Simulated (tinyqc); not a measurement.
Worked calculation: UHF in the sto-6g basis, for Be+, spin multiplicity 2. One step of it, computed by the program tinyqc.

Task: Iteration 2: building the Fock matrix. J_ij = sum D_kl (ij|kl) with D = D(alpha) + D(beta), K_ij = sum D_kl (ik|jl) for each spin; F = H + J - K(s); E = tr D H + tr D J / 2 - 0.5 sum_s tr D(s) K(s) + E_nn.

D(alpha) after iteration 1:
```
            1Be 1s     1Be 2s   1Be 2px   1Be 2py   1Be 2pz
1Be 1s    1.069410  -0.272447  0.000000  0.000000  0.000000
1Be 2s   -0.272447   1.069410  0.000000  0.000000  0.000000
1Be 2px   0.000000   0.000000  0.000000  0.000000  0.000000
1Be 2py   0.000000   0.000000  0.000000  0.000000  0.000000
1Be 2pz   0.000000   0.000000  0.000000  0.000000  0.000000
```

D(beta) after iteration 1:
```
           1Be 1s    1Be 2s   1Be 2px   1Be 2py   1Be 2pz
1Be 1s   0.993764  0.011956  0.000000  0.000000  0.000000
1Be 2s   0.011956  0.000144  0.000000  0.000000  0.000000
1Be 2px  0.000000  0.000000  0.000000  0.000000  0.000000
1Be 2py  0.000000  0.000000  0.000000  0.000000  0.000000
1Be 2pz  0.000000  0.000000  0.000000  0.000000  0.000000
```

core Hamiltonian H = T + V (hartree):
```
            1Be 1s     1Be 2s    1Be 2px    1Be 2py    1Be 2pz
1Be 1s   -7.946038  -1.858116   0.000000   0.000000   0.000000
1Be 2s   -1.858116  -2.079966   0.000000   0.000000   0.000000
1Be 2px   0.000000   0.000000  -1.638720   0.000000   0.000000
1Be 2py   0.000000   0.000000   0.000000  -1.638720   0.000000
1Be 2pz   0.000000   0.000000   0.000000   0.000000  -1.638720
```

Two-electron integrals (ij|kl) in chemists' order, unique and non-zero (hartree):
```
(11|11) 2.299996   (21|11) 0.361879   (21|21) 0.071926   (22|11) 0.570332
(22|21) 0.139654   (22|22) 0.417773   (31|31) 0.015252   (32|31) 0.022555
(32|32) 0.092340   (33|11) 0.570332   (33|21) 0.139654   (33|22) 0.417773
(33|33) 0.450117   (41|41) 0.015252   (42|41) 0.022555   (42|42) 0.092340
(43|43) 0.024258   (44|11) 0.570332   (44|21) 0.139654   (44|22) 0.417773
(44|33) 0.401601   (44|44) 0.450117   (51|51) 0.015252   (52|51) 0.022555
(52|52) 0.092340   (53|53) 0.024258   (54|54) 0.024258   (55|11) 0.570332
(55|21) 0.139654   (55|22) 0.417773   (55|33) 0.401601   (55|44) 0.401601
(55|55) 0.450117
```

nuclear repulsion = 0 hartree

Give: Coulomb J; exchange K(alpha); exchange K(beta); F(alpha); F(beta); total energy of this density.

Result:

Coulomb J (hartree):
```
         1Be 1s  1Be 2s  1Be 2px  1Be 2py  1Be 2pz
1Be 1s    5.167   0.859    0.000    0.000    0.000
1Be 2s    0.859   1.551    0.000    0.000    0.000
1Be 2px   0.000   0.000    1.551    0.000    0.000
1Be 2py   0.000   0.000    0.000    1.551    0.000
1Be 2pz   0.000   0.000    0.000    0.000    1.551
```

exchange K(alpha) (hartree):
```
         1Be 1s  1Be 2s  1Be 2px  1Be 2py  1Be 2pz
1Be 1s    2.339   0.361    0.000    0.000    0.000
1Be 2s    0.361   0.448    0.000    0.000    0.000
1Be 2px   0.000   0.000    0.103    0.000    0.000
1Be 2py   0.000   0.000    0.000    0.103    0.000
1Be 2pz   0.000   0.000    0.000    0.000    0.103
```

exchange K(beta) (hartree):
```
         1Be 1s  1Be 2s  1Be 2px  1Be 2py  1Be 2pz
1Be 1s    2.294   0.367    0.000    0.000    0.000
1Be 2s    0.367   0.075    0.000    0.000    0.000
1Be 2px   0.000   0.000    0.016    0.000    0.000
1Be 2py   0.000   0.000    0.000    0.016    0.000
1Be 2pz   0.000   0.000    0.000    0.000    0.016
```

F(alpha) (hartree):
```
         1Be 1s  1Be 2s  1Be 2px  1Be 2py  1Be 2pz
1Be 1s   -5.119  -1.361    0.000    0.000    0.000
1Be 2s   -1.361  -0.977    0.000    0.000    0.000
1Be 2px   0.000   0.000   -0.191    0.000    0.000
1Be 2py   0.000   0.000    0.000   -0.191    0.000
1Be 2pz   0.000   0.000    0.000    0.000   -0.191
```

F(beta) (hartree):
```
         1Be 1s  1Be 2s  1Be 2px  1Be 2py  1Be 2pz
1Be 1s   -5.074  -1.367    0.000    0.000    0.000
1Be 2s   -1.367  -0.604    0.000    0.000    0.000
1Be 2px   0.000   0.000   -0.104    0.000    0.000
1Be 2py   0.000   0.000    0.000   -0.104    0.000
1Be 2pz   0.000   0.000    0.000    0.000   -0.104
```

total energy of this density = -14.25116 hartree
